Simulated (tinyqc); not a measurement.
Precursor delivery by bubblers, mass-transport growth and the solid composition of a III-V alloy: one step, computed by the program tinyqc.

1 sccm = 44.615 micromol/min; 1 torr = 133.322 Pa. The sources decompose fully at the surface.

Task: Mass transport. Mean velocity u = (F_t/A)(760/p)(T/273); D = D0 (T/273)^1.75 (760/p); boundary layer delta = sqrt(pi D z/u); flux = D dp/(delta k_B T); growth rate = flux x a^3/4.

Inputs (values chosen for the exercise, modelled on trimethylgallium (source 1) and trimethylindium (source 2) for the vapour pressures):
```
quantity                           value      unit
total flow F_t                       4.1       slm
reactor pressure p                   100      torr
growth temperature T                1040         K
diffusivity at 273 K and 760 torr    0.4    cm^2/s
flow cross-section A                  27      cm^2
distance from the leading edge z      11        cm
lattice constant a                   5.8  angstrom
```

Constants: k_B = 1.380649e-23 J/K.

Give: velocity u; D; boundary layer delta; growth rate per torr of group III.

Result:

velocity u = 73.27 cm/s

D = 31.58 cm^2/s

boundary layer delta = 3.859 cm

growth rate per torr of group III = 133.4 micrometre/(h torr)

Caution: the boundary layer is a quarter or more of the root of the cross-section, so it fills much of the channel and depletion along the flow matters.
